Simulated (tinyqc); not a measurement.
Space-charge-limited current through a thin insulating or semi-insulating film with traps: one step, computed by the program tinyqc.

One ohmic injecting contact at x = 0 (field zero), drift only, non-degenerate free carriers.

Question. One point of the curve. Free density n_0 = N_c exp(-E_0/k_B T) in equilibrium; trapped density n_t(n) = N_t (n/N_c)^(T/T_c) (the low-temperature form). J = e mu n F and (eps eps_0/e) dF/dx = n - n_0 + n_t(n) - n_t(n_0) = rho(n). With F = J/(e mu n): d = (eps eps_0 J/(e^2 mu)) I_1 and V = (eps eps_0 J^2/(e^3 mu^2)) I_2, I_k = int_(n_L)^infinity dn/(n^(k+1) rho(n)), n_L the density at the anode; with u = n_L/n, 200 Gauss-Legendre points in t, u = 1 - (1 - t)^2. Anode field J/(e mu n_L); Mott-Gurney current (9/8) eps eps_0 mu V^2/d^3; ohmic current e n_0 mu V/d.

Inputs (values chosen for the exercise, modelled on an amorphous oxide semiconductor): permittivity eps = 10; band mobility mu = 13 cm^2/(V s); effective density of states N_c = 4.7e+18 1/cm^3; trap density N_t = 4.1e+15 1/cm^3; equilibrium Fermi level below the band edge, E_0 = 0.66 eV; thickness d = 910 nm; free density at the anode, in units of N_c = 2.8e-05; temperature T = 300 K; characteristic temperature T_c = 1600 K.

Traps: exponential tail.

Constants: k_B = 8.617333262e-05 eV/K; eps_0 = 8.8541878128e-12 F/m; e = 1.602176634e-19 C.

Give: I_1; I_2; current density J; voltage V; anode field over mean field V/d; trap-free Mott-Gurney current; ohmic current.

Answer.

I_1 = 7.865e-30 cm^6

I_2 = 3.576e-44 cm^9

current density J = 4.361 A/cm^2

voltage V = 0.8662 V

anode field over mean field V/d = 1.671

trap-free Mott-Gurney current = 12.89 A/cm^2

ohmic current = 7.617e-07 A/cm^2
